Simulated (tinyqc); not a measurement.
Middle barrier of the double well: double quantum well by finite differences.

Finite differences on points z_i at the centres of cells of width h: H_ii = (c/h^2)(1/m_(i-1/2) + 1/m_(i+1/2)) + V_i, H_(i,i+1) = -(c/h^2)/m_(i+1/2), where m_(i+1/2) is the mean of the masses at the two points (the end values are repeated outwards), psi = 0 on the points beyond both ends, c = hbar^2/2m0. The field adds e F (z - z0) with z0 the middle of the structure; 1 kV/cm = 1e-5 eV/angstrom.

Constants: hbar^2/2m0 = 3.80998211 eV angstrom^2.

Values chosen for the exercise (out of a larger set: near those of a GaAs well in AlGaAs; not measured data):
```
symbol  value                                                                                              unit      meaning
layers  ((48, 0.154, 0.0828), (48, 0, 0.0652), (32, 0.154, 0.0828), (32, 0, 0.0652), (48, 0.154, 0.0828))            each layer: thickness in angstrom, band edge in eV, mass in m0
hf      1                                                                                                  angstrom  cell width of the fine grid
ws      (4, 8, 12, 16, 24, 32, 48)                                                                         angstrom  widths of the middle barrier
```

Fine grid, zero field, the third layer set to each width in turn. kappa = sqrt(m (V - E)/c) in that layer at the mean of E1 and E2 of the last row.

Splitting:
```
width (angstrom)  E1 (eV)  E2 (eV)  E2 - E1 (meV)  ln(E2 - E1)
4.00               0.0435   0.1320          88.53        4.483
8.00               0.0484   0.1248          76.49        4.337
12.00              0.0522   0.1186          66.36        4.195
16.00              0.0553   0.1133          57.98        4.060
24.00              0.0597   0.1054          45.63        3.820
32.00              0.0624   0.1002          37.81        3.632
48.00              0.0649   0.0953          30.38        3.414
```

kappa = 0.0401 1/angstrom

The splitting falls from 88.5 to 30.38 meV; the last slope of its logarithm is -0.0137 per angstrom, far from -kappa = -0.0401: the wells differ in width, so E2 - E1 levels off at the detuning of the two single-well levels.

Run: tinyqc, `OMP_NUM_THREADS=1 python tinyqc.py 1281078 1281079 out.jsonl`; Intel(R) Xeon(R) Processor @ 2.30GHz, one thread, shared host; about 0.02 s of CPU time with all checks.
